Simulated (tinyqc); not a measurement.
Koster-Slater impurity in a tight-binding band, by Green functions and by supercells: one step, computed by the program tinyqc.

One orbital per site, e(k) = -2 t sum cos(k_i) over 3 direction(s), band from -6 t to 6 t, lattice constant 1. One site has the extra energy U. Spin is left out.

Task: Scattering. T = U/(1 - U G0); phase shift delta = -arg(1 - U G0) in (-pi, pi]; host density of states -Im G0/pi; on the impurity -Im[G0/(1 - U G0)]/pi; lifetime of a band state hbar/(-2 c Im T).

Inputs (values chosen for the exercise, for a model band): impurity potential U = -12.7 eV; impurity concentration c = 0.002 per site.

Lattice: simple cubic.

G0(E + i eta) = -0.1423360-0.0430911i 1/eV

Constants: hbar = 6.582119569e-16 eV s.

Give: T matrix; phase shift delta; host density of states; density of states on the impurity; scattering lifetime.

Result:

T matrix = 10.78-7.30i eV

phase shift delta = 2.546 rad

host density of states = 0.01372 1/eV

density of states on the impurity = 0.01441 1/eV

scattering lifetime = 22.54 fs

The Born approximation would take Im T = U^2 Im G0 = -6.95 eV, 0.952 times the full value.
